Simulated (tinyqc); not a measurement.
On-chip power grid, static voltage drop by conjugate gradients: one step of the calculation.

A grid of 4 rows and 4 columns, node k = 4 row + column. Neighbours in a row are joined by Rx, in a column by Ry; pad nodes, which reach the supply through Rp: 0, 15. Each node draws I0, node 3 draws kh I0. The drops u = Vdd - V solve G u = i, with G the conductance matrix (1/Rp added on the diagonal at pad nodes).

Question. Conjugate-gradient step. q = G p; with z = r/G_kk: a = (r.z)/(p.q); u(new) = u + a p; r(new) = r - a q; b = (r.z)(new)/(r.z); p(new) = z(new) + b p.

Parameters, values chosen for the exercise: resistance of a horizontal segment Rx = 0.54 ohm; resistance of a vertical segment Ry = 0.82 ohm; resistance from a pad node to the supply Rp = 0.14 ohm.

u at the start (mV):

|  | col 0 | col 1 | col 2 | col 3 |
|---|---|---|---|---|
| row 0 | 0 | 0 | 0 | 0 |
| row 1 | 0 | 0 | 0 | 0 |
| row 2 | 0 | 0 | 0 | 0 |
| row 3 | 0 | 0 | 0 | 0 |

r at the start (mA):

|  | col 0 | col 1 | col 2 | col 3 |
|---|---|---|---|---|
| row 0 | 7.5 | 7.5 | 7.5 | 7.5 |
| row 1 | 7.5 | 7.5 | 7.5 | 7.5 |
| row 2 | 7.5 | 7.5 | 7.5 | 7.5 |
| row 3 | 7.5 | 7.5 | 7.5 | 7.5 |

p at the start (mV):

|  | col 0 | col 1 | col 2 | col 3 |
|---|---|---|---|---|
| row 0 | 0.73427037 | 1.5233945 | 1.5233945 | 2.4419118 |
| row 1 | 1.7478947 | 1.2209559 | 1.2209559 | 1.7478947 |
| row 2 | 1.7478947 | 1.2209559 | 1.2209559 | 1.7478947 |
| row 3 | 2.4419118 | 1.5233945 | 1.5233945 | 0.73427037 |

Wanted: q; a; u after iteration 1; r after iteration 1; b; p after iteration 1.

Answer.

q (mA):

|  | col 0 | col 1 | col 2 | col 3 |
|---|---|---|---|---|
| row 0 | 2.5473 | 1.8302 | -1.3321 | 2.5473 |
| row 1 | 2.2119 | -1.3446 | -1.3446 | 0.1295 |
| row 2 | 0.1295 | -1.3446 | -1.3446 | 2.2119 |
| row 3 | 2.5473 | -1.3321 | 1.8302 | 2.5473 |

a = 9.4430

u after iteration 1 (mV):

|  | col 0 | col 1 | col 2 | col 3 |
|---|---|---|---|---|
| row 0 | 6.934 | 14.385 | 14.385 | 23.059 |
| row 1 | 16.505 | 11.529 | 11.529 | 16.505 |
| row 2 | 16.505 | 11.529 | 11.529 | 16.505 |
| row 3 | 23.059 | 14.385 | 14.385 | 6.934 |

r after iteration 1 (mA):

|  | col 0 | col 1 | col 2 | col 3 |
|---|---|---|---|---|
| row 0 | -16.554 | -9.782 | 20.079 | -16.554 |
| row 1 | -13.387 | 20.197 | 20.197 | 6.278 |
| row 2 | 6.278 | 20.197 | 20.197 | -13.387 |
| row 3 | -16.554 | 20.079 | -9.782 | -16.554 |

b = 4.3984

p after iteration 1 (mV):

|  | col 0 | col 1 | col 2 | col 3 |
|---|---|---|---|---|
| row 0 | 1.609 | 4.714 | 10.779 | 5.351 |
| row 1 | 4.568 | 8.658 | 8.658 | 9.151 |
| row 2 | 9.151 | 8.658 | 8.658 | 4.568 |
| row 3 | 5.351 | 10.779 | 4.714 | 1.609 |

Computed by the program tinyqc: `OMP_NUM_THREADS=1 python tinyqc.py 2770103 2770104 out.jsonl`, one thread of a shared Intel Xeon 2.30GHz, about 0.3 s for the whole run.
